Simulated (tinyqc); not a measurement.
The whole curve: space-charge-limited current through a thin insulating or semi-insulating film with traps. Computed by tinyqc, a small Python program. Command: `OMP_NUM_THREADS=1 python tinyqc.py 3005132 3005133 out.jsonl sclc walk`. One thread of a shared host (Intel(R) Xeon(R) Processor @ 2.30GHz), about 0.01 s of CPU time with the checks.

One ohmic injecting contact at x = 0 (field zero), drift only, non-degenerate free carriers.

Inputs (values chosen for the exercise, modelled on Si3N4):
```
quantity,value,unit
permittivity eps,7.5,-
band mobility mu,0.094,cm^2/(V s)
effective density of states N_c,9.7e+19,1/cm^3
trap density N_t,3.1e+14,1/cm^3
"equilibrium Fermi level below the band edge, E_0",0.82,eV
thickness d,2700,nm
temperature T,350,K
trap level E_t below the band edge,0.36,eV
```

Traps: single level.

Constants: k_B = 8.617333262e-05 eV/K; eps_0 = 8.8541878128e-12 F/m; e = 1.602176634e-19 C.

Method:
- Free density n_0 = N_c exp(-E_0/k_B T) in equilibrium; trapped density n_t(n) = N_t/(1 + n_1/n), n_1 = N_c exp(-E_t/k_B T).
- J = e mu n F and (eps eps_0/e) dF/dx = n - n_0 + n_t(n) - n_t(n_0) = rho(n). With F = J/(e mu n): d = (eps eps_0 J/(e^2 mu)) I_1 and V = (eps eps_0 J^2/(e^3 mu^2)) I_2, I_k = int_(n_L)^infinity dn/(n^(k+1) rho(n)), n_L the density at the anode; with u = n_L/n, 200 Gauss-Legendre points in t, u = 1 - (1 - t)^2.
- The last column is d ln J/d ln V up to the next row.

Current against voltage:
```
n_L (1/cm^3),V (V),J (A/cm^2),slope
1.60e+08,1.5666e-06,1.7131e-14,1.6513
8.10e+08,2.5115e-05,1.6732e-12,1.9521
4.10e+09,1.3998e-04,4.7868e-11,1.9909
2.10e+10,7.2968e-04,1.2813e-09,1.9983
1.10e+11,3.8347e-03,3.5290e-08,2.0001
5.40e+11,1.8827e-02,8.5071e-07,2.0019
2.70e+12,9.3891e-02,2.1225e-05,2.0094
1.40e+13,4.8055e-01,5.6458e-04,2.0363
7.10e+13,2.3175e+00,1.3902e-02,2.0857
3.60e+14,1.0395e+01,3.1814e-01,2.0840
1.80e+15,4.5600e+01,6.9316e+00,2.0329
9.30e+15,2.2214e+02,1.7329e+02,-
```

What follows from these numbers?

The slope starts at 1.65, peaks at 2.1 between 2.32 and 10.4 V and ends at 2.03. Rows below 0.30 V (10 k_B T/e) are formal, since diffusion from the contact rules there. No slope between rows exceeds 4, so the step at the trap-filled limit is weak or is smeared by the row spacing.

Extremes, crossings and ranges named in words are read from the listed rows.
